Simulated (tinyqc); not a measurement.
Inside a calculation. Method: RHF in the sto-3g basis, for Li+, spin multiplicity 1. One step of it, computed by the program tinyqc.

Problem. Iteration 1: building the Fock matrix. J_ij = sum D_kl (ij|kl), K_ij = sum D_kl (ik|jl); F = H + J - 0.5 K; E = tr D H + tr D J / 2 - 0.25 tr D K + E_nn.

D at the start, lower triangle:
```
            1Li 1s    1Li 2s   1Li 2px   1Li 2py   1Li 2pz
1Li 1s    2.021989
1Li 2s   -0.047953  0.001137
1Li 2px   0.000000  0.000000  0.000000
1Li 2py   0.000000  0.000000  0.000000  0.000000
1Li 2pz   0.000000  0.000000  0.000000  0.000000  0.000000
```

core Hamiltonian H = T + V (hartree), lower triangle:
```
            1Li 1s     1Li 2s    1Li 2px    1Li 2py    1Li 2pz
1Li 1s   -4.406095
1Li 2s   -0.984581  -1.104759
1Li 2px   0.000000   0.000000  -0.877579
1Li 2py   0.000000   0.000000   0.000000  -0.877579
1Li 2pz   0.000000   0.000000   0.000000   0.000000  -0.877579
```

Two-electron integrals (ij|kl) in chemists' order, unique and non-zero (hartree):
```
(11|11) 1.680395   (21|11) 0.265420   (21|21) 0.049941   (22|11) 0.397727
(22|21) 0.092860   (22|22) 0.290562   (31|31) 0.008981   (32|31) 0.013788
(32|32) 0.064184   (33|11) 0.396640   (33|21) 0.092880   (33|22) 0.290497
(33|33) 0.312946   (41|41) 0.008981   (42|41) 0.013788   (42|42) 0.064184
(43|43) 0.016869   (44|11) 0.396640   (44|21) 0.092880   (44|22) 0.290497
(44|33) 0.279207   (44|44) 0.312946   (51|51) 0.008981   (52|51) 0.013788
(52|52) 0.064184   (53|53) 0.016869   (54|54) 0.016869   (55|11) 0.396640
(55|21) 0.092880   (55|22) 0.290497   (55|33) 0.279207   (55|44) 0.279207
(55|55) 0.312946
```

nuclear repulsion = 0 hartree

Give: Coulomb J; exchange K; Fock matrix F; total energy of this density.

Solution.

Coulomb J (hartree), lower triangle:
```
         1Li 1s  1Li 2s  1Li 2px  1Li 2py  1Li 2pz
1Li 1s   3.3727
1Li 2s   0.5320  0.7956
1Li 2px  0.0000  0.0000   0.7934
1Li 2py  0.0000  0.0000   0.0000   0.7934
1Li 2pz  0.0000  0.0000   0.0000   0.0000   0.7934
```

exchange K (hartree), lower triangle:
```
         1Li 1s  1Li 2s  1Li 2px  1Li 2py  1Li 2pz
1Li 1s   3.3723
1Li 2s   0.5153  0.0924
1Li 2px  0.0000  0.0000   0.0169
1Li 2py  0.0000  0.0000   0.0000   0.0169
1Li 2pz  0.0000  0.0000   0.0000   0.0000   0.0169
```

Fock matrix F (hartree), lower triangle:
```
          1Li 1s   1Li 2s  1Li 2px  1Li 2py  1Li 2pz
1Li 1s   -2.7195
1Li 2s   -0.7102  -0.3553
1Li 2px   0.0000   0.0000  -0.0926
1Li 2py   0.0000   0.0000   0.0000  -0.0926
1Li 2pz   0.0000   0.0000   0.0000   0.0000  -0.0926
```

total energy of this density = -7.123525 hartree
